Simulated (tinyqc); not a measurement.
# Undoped symmetric double-gate MOSFET, analytic potential model: transfer curve and volume inversion

An undoped body of thickness ts between two equal insulators and tied gates; long channel, electrons only, n = ni exp((psi - V)/Vt) with V the quasi-Fermi potential (0 at the source, Vd at the drain), constant mobility, no quantisation. Across the body psi(x) = V - 2 Vt ln[(ts/(2 beta)) sqrt(q ni/(2 eps0 eps_r Vt)) cos(2 beta x/ts)], x from the centre. Q is the electron charge per area of the whole body.

ni = sqrt(Nc Nv) exp(-Eg/(2 Vt)), Eg in volts; r = eps_r tox/(eox ts); V0 = dphi + 2 Vt ln[(2/ts) sqrt(2 eps0 eps_r Vt/(q ni))]. beta (between 0 and pi/2) solves (Vg - V0 - V)/(2 Vt) = ln(beta) - ln(cos beta) + 2 r beta tan(beta). Q = 8 eps0 eps_r Vt beta tan(beta)/ts; I = mu (1/L)(4 eps0 eps_r/ts)(2 Vt)^2 [g(beta_s) - g(beta_d)] per width, g = beta tan(beta) - beta^2/2 + r beta^2 tan^2(beta), with beta_s at V = 0 and beta_d at V = Vd. The drop is psi(surface) - psi(centre) at the source end; C = dQs/dVg, Cg = 2 eps0 eox/tox; gm = dI/dVg.

Parameters, values chosen for the exercise; material values close to those of germanium: temperature T = 350 K; band gap Eg = 0.65 eV; relative permittivity of the semiconductor eps_r = 15.9; conduction-band density of states at T Nc = 1.32e19 cm^-3; valence-band density of states at T Nv = 7.65e18 cm^-3; relative permittivity of the gate insulator eox = 26.1; insulator thickness tox = 7.1 nm; body thickness ts = 10 nm; gate work function less that of the intrinsic body dphi = -0.13 V; channel mobility mu = 150 cm^2/(V s); gate length L = 0.2 um; drain voltage Vd = 0.8 V.

Constants: q = 1.602176634e-19 C, kB = 1.380649e-23 J/K, Vt = kB T/q, eps0 = 8.8541878128e-14 F/cm where lengths are in cm. Results are converted to the units shown.

Result of one run:

| Qs (nC/cm^2) | drop (mV) | C/Cg | I (uA/um) | gm/I (1/V) |
|---|---|---|---|---|
| 4827 | 137.3 | 0.9255 | 1518 | 2.156 |

Which gate voltage Vg gave this result: -0.15, 0, 0.75, 0.9 or 1.05 V?

Vg = 1.05 V.

The whole series:

| Vg (V) | Qs (nC/cm^2) | drop (mV) | C/Cg | I (uA/um) | gm/I (1/V) |
|---|---|---|---|---|---|
| -0.15 | 0.01734 | 0.001539 | 8.830e-5 | 3.922e-4 | 33.15 |
| 0 | 2.463 | 0.2184 | 0.01233 | 0.05619 | 32.87 |
| 0.15 | 138.8 | 11.53 | 0.3646 | 4.635 | 22.46 |
| 0.3 | 670.9 | 44.60 | 0.6714 | 47.44 | 10.61 |
| 0.45 | 1393 | 73.46 | 0.7926 | 162.5 | 6.432 |
| 0.6 | 2200 | 95.30 | 0.8533 | 364.0 | 4.532 |
| 0.75 | 3052 | 112.2 | 0.8882 | 659.1 | 3.472 |
| 0.9 | 3930 | 125.9 | 0.9103 | 1050 | 2.772 |
| 1.05 | 4827 | 137.3 | 0.9255 | 1518 | 2.156 |

The current rises from 3.92e-4 to 1520 uA/um. In the first row gm/I is 33.2 1/V, within 0.01 % of 1/Vt: with no depletion charge the whole body follows the gate, and the swing is ideal. The drop between surface and centre goes from 0.0015 to 137 mV and passes Vt at Vg = 0.3 V among the rows; below that the density varies across the body by less than a factor of e (volume inversion). C reaches 0.93 of Cg in the last row. For Vg = 0.3 to 1.05 V the surface density at the source passes 0.3 Nc, where Boltzmann statistics fail. For Vg = 0.6 to 1.05 V mu V/L, with V the smaller of Vd and Vg - V0, passes 3e6 cm/s, so velocity saturation would lower the current.

Computed by the program tinyqc: `OMP_NUM_THREADS=1 python tinyqc.py 2440060 2440061 out.jsonl`, one thread of a shared Intel Xeon 2.30GHz, about 0.01 s for the whole run.
